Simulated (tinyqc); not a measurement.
Interfaces: Cahn-Hilliard equation on a periodic one-dimensional grid. Computed by tinyqc, a small Python program. Command: `OMP_NUM_THREADS=1 python tinyqc.py 3027753 3027754 out.jsonl cahn walk`. One thread of a shared host (Intel(R) Xeon(R) Processor @ 2.30GHz), about 0.05 s of CPU time with the checks.

Free energy F = h sum_j [A (c_j^2 - 1)^2/4 + (kappa/2) ((c_(j+1) - c_j)/h)^2]; dc/dt = Lap(mu), mu = A (c^3 - c) - kappa Lap(c), Lap(y)_j = (y_(j+1) - 2 y_j + y_(j-1))/h^2, mobility 1; the grid has n = 16 points.

Inputs (values chosen for the exercise, in reduced units):
```
quantity,value,unit
spacing h,1.4,-
well depth A,0.93,-
gradient coefficient kappa,0.94,-
mean composition c0,-0.23,-
noise amplitude,0.1,-
time step dt,0.15,-
end time,150,-
```

Scheme: explicit Euler.

Method:
- Start: c_j = c0 + amplitude x (z_j - mean of z).
- c(new) = c + dt Lap(mu).
- Run to the end time; break off if |c| exceeds 3 or F has risen by more than 1e-9 in more than 30 steps. Domains = stretches with c > c0.
- Continuum wall between c = -1 and +1: c = tanh(x/w), w = sqrt(2 kappa/A), energy s = (2/3) sqrt(2 kappa A). With two walls per domain, the estimate of F at the end is 2 x domains x s. Volume fraction of the +1 phase by the lever rule: (1 + c0)/2.

random numbers: [-0.940, -0.412, -0.935, 0.537, -0.789, -0.659, -0.255, 0.307, -0.469, -0.450, 0.726, 0.991, 0.764, -0.421, 0.991, -0.992]

Course:
```
step,t,F,min c,max c,domains
0,0.0,4.67657,-0.316663,-0.118362,4
20,3.0,4.64627,-0.329396,-0.088693,2
50,7.5,4.60416,-0.367506,-0.003864,2
100,15.0,4.27680,-0.555530,0.370119,2
150,22.5,3.56970,-0.776397,0.696458,2
200,30.0,3.29599,-0.925762,0.813197,2
300,45.0,3.25540,-0.954667,0.856440,2
400,60.0,3.21041,-0.948309,0.877816,2
550,82.5,3.12540,-0.926459,0.914465,2
700,105.0,2.74799,-0.854854,0.937248,1
850,127.5,1.76206,-0.905827,0.942429,1
1000,150.0,1.67054,-0.984152,0.985847,1
```

F at the end = 1.67054

c at the end: [-0.898858, -0.971933, -0.983321, -0.984152, -0.983631, -0.981643, -0.968292, -0.889115, -0.490552, 0.600012, 0.926379, 0.985847, 0.984453, 0.919750, 0.576128, -0.521075]

wall half width w = 1.4218

wall energy s = 0.88151

estimate of F = 1.7630

volume fraction = 0.385

w/h = 1.0156

What follows from these numbers?

The run ends at F = 1.6705, 0.95 of the estimate: the walls are well formed.
